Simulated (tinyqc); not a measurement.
Electron-beam lithography: double-Gaussian proximity function, edge placement and dose correction for parallel lines: one step, computed by the program tinyqc. Command: `OMP_NUM_THREADS=1 python tinyqc.py 3111854 3111855 out.jsonl proximity walk`. One thread of a shared host (Intel(R) Xeon(R) Processor @ 2.30GHz), about 0.01 s of CPU time with the checks.

Lines are infinitely long. Absorbed energy is counted so that the middle of a very large area written at dose 1 receives 1; the resist develops where it exceeds 1/2.

Question. Interaction matrix. f(r) = [exp(-r^2/alpha^2)/alpha^2 + eta exp(-r^2/beta^2)/beta^2]/(pi (1 + eta)). A line from a to b at dose d gives E(x) = d [S(alpha) + eta S(beta)]/(1 + eta), S(s) = [erf((b - x)/s) - erf((a - x)/s)]/2. M_ij is the mean of E at the two edges of line i from line j at dose 1.

Inputs (values chosen for the exercise, of the order of those for 100 keV electrons in resist on silicon): forward range alpha = 0.02 micrometre; backscatter range beta = 34 micrometre; backscatter ratio eta = 0.85.

Lines (micrometre):
```
line  left edge  right edge  centre
1         0.000       3.100  1.5500
2         3.165       3.198  3.1815
3         3.398       3.432  3.4150
4         3.552       8.952  6.2520
```

Give: M.

Answer.

M:
```
        1       2       3       4
1  0.2938  0.0003  0.0003  0.0402
2  0.0236  0.2652  0.0003  0.0408
3  0.0235  0.0003  0.2661  0.0408
4  0.0230  0.0002  0.0003  0.3111
```
